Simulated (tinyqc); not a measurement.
# Nanowire ballistic transistor, top-of-the-barrier model: what changes with what

At the top of the source barrier, states moving towards the drain are filled by the source (Fermi level 0) and states moving back by the drain (Fermi level -q Vd); nothing scatters. U is the shift of the band edge there, set by the capacitances CG, CD and CS (the total) and by the charge. Parabolic one-dimensional subband; the source is grounded.

Inputs (values chosen for the exercise); mass and valleys close to those of silicon (two valleys): temperature T = 300 K; effective mass m = 0.185 m0; valley degeneracy gv = 2; relative permittivity of the gate insulator eox = 3.9; insulator thickness tox = 5.5 nm; wire diameter d = 2 nm; gate control CG/CS aG = 0.9; drain control CD/CS aD = 0.1; band edge at the barrier top above the source Fermi level at zero bias E0 = 0.22 eV.

Constants: q = 1.602176634e-19 C, kB = 1.380649e-23 J/K, hbar = 1.054571817e-34 J s, h = 6.62607015e-34 J s, m0 = 9.1093837015e-31 kg, Vt = kB T/q, eps0 = 8.8541878128e-14 F/cm where lengths are in cm. Results are converted to the units shown.

Each table varies one quantity; the others keep the values above.

## Effect of the band edge at the barrier top above the source Fermi level at zero bias

N0 = gv sqrt(2 m kB T/pi)/hbar, CG = 2 pi eps0 eox/ln(1 + 2 tox/d), CS = CG/aG, n0 = n at U = 0 and Vd = 0. eta1 = -(E0 + U)/Vt, eta2 = eta1 - Vd/Vt, n = (N0/2)[F_(-1/2)(eta1) + F_(-1/2)(eta2)], F_(-1/2)(x) = (1/sqrt(pi)) int_0^infinity u^(-1/2)/(1 + exp(u - x)) du. U = UL + q (n - n0)/CS with UL = -(aG Vg + aD Vd), energies in eV. I = gv (2 q^2/h) Vt [ln(1 + exp eta1) - ln(1 + exp eta2)]. CQ = (q/Vt) dn/d(eta1).

In this table Vg = 0.5 V, Vd = 0.5 V.

Effect of the band edge at the barrier top above the source Fermi level at zero bias:
```
E0 (eV)	eta1	n (cm^-1)	I (uA)	mean velocity I/(q n) (cm/s)	CQ/CS
0.1	1.957	2.891e6	8.370	1.807e7	4.044
0.15	1.515	2.511e6	6.866	1.707e7	4.227
0.2	1.139	2.177e6	5.675	1.627e7	4.292
0.25	0.7708	1.850e6	4.611	1.556e7	4.237
0.3	0.3949	1.526e6	3.645	1.491e7	4.033
0.35	-0.003466	1.207e6	2.770	1.433e7	3.652
0.4	-0.4455	8.964e5	1.983	1.381e7	3.079
0.45	-0.9679	6.031e5	1.290	1.335e7	2.324
```

As E0 goes from 0.1 to 0.45 eV, n falls from 2.89e6 to 6.03e5 cm^-1, the mean velocity falls from 1.81e7 to 1.33e7 cm/s and the current falls from 8.37 to 1.29 uA. CQ/CS goes from 4.0 to 2.3.

## Effect of the insulator thickness

Same model as above.

CQ = (q/Vt) dn/d(eta1). E0 is held fixed.

In this table Vg = 0.5 V, Vd = 0.5 V.

Results:
```
tox (nm)	eta1	n (cm^-1)	I (uA)	mean velocity I/(q n) (cm/s)	CQ/CS
0.5	5.439	5.173e6	21.81	2.631e7	0.5324
0.74	4.329	4.567e6	17.40	2.377e7	0.8350
1.1	3.328	3.934e6	13.47	2.137e7	1.300
1.6	2.552	3.371e6	10.52	1.948e7	1.896
3.6	1.396	2.406e6	6.479	1.681e7	3.472
5.4	1.007	2.059e6	5.282	1.601e7	4.253
8	0.7064	1.793e6	4.437	1.544e7	4.946
```

Estimate the missing row, tox = 2.4 nm.

Computed row:
```
tox (nm)	eta1	n (cm^-1)	I (uA)	mean velocity I/(q n) (cm/s)	CQ/CS
2.4	1.897	2.840e6	8.160	1.793e7	2.663
```

With this row back in the table: As tox goes from 0.5 to 8 nm, n falls from 5.17e6 to 1.79e6 cm^-1, the mean velocity falls from 2.63e7 to 1.54e7 cm/s and the current falls from 21.8 to 4.44 uA. CQ/CS goes from 0.53 to 4.9. Over the range the current goes as tox^(-0.57) on average. For tox = 0.5 to 0.74 nm the insulator is under 1 nm thick, where gate tunnelling would matter.

Numbers from tinyqc (`OMP_NUM_THREADS=1 python tinyqc.py 2400025 2400026 out.jsonl`; about 0.04 s on one thread of a shared Intel Xeon 2.30GHz).
